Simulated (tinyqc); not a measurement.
## Lifetime from the low-frequency admittance

Question. At low frequency a p+-n diode with a base of width wb has C_diff/G = (tau/2)(1 - 2 x/sinh 2x), x = wb/sqrt(Dp tau). Find tau, x and the limit of C_diff/G for infinite lifetime, wb^2/(3 Dp).

Parameters, values chosen for the exercise:
- Dp = 25 cm^2/s (hole diffusion coefficient)
- wb = 5.2 um (width of the neutral base)

G = 0.15980743 S/cm^2
C_diff = 4.9206263e-4 uF/cm^2

Answer. The ratio rises steadily with tau from tau/2 (long base) towards wb^2/(3 Dp) (short base), so one lifetime matches as long as the ratio is below that limit.

tau = 3.000e-8 s
x = 0.6004
limit of C_diff/G = 3.605e-9 s

Numbers from tinyqc (`OMP_NUM_THREADS=1 python tinyqc.py 2890123 2890124 out.jsonl`; about 0.01 s on one thread of a shared Intel Xeon 2.30GHz).
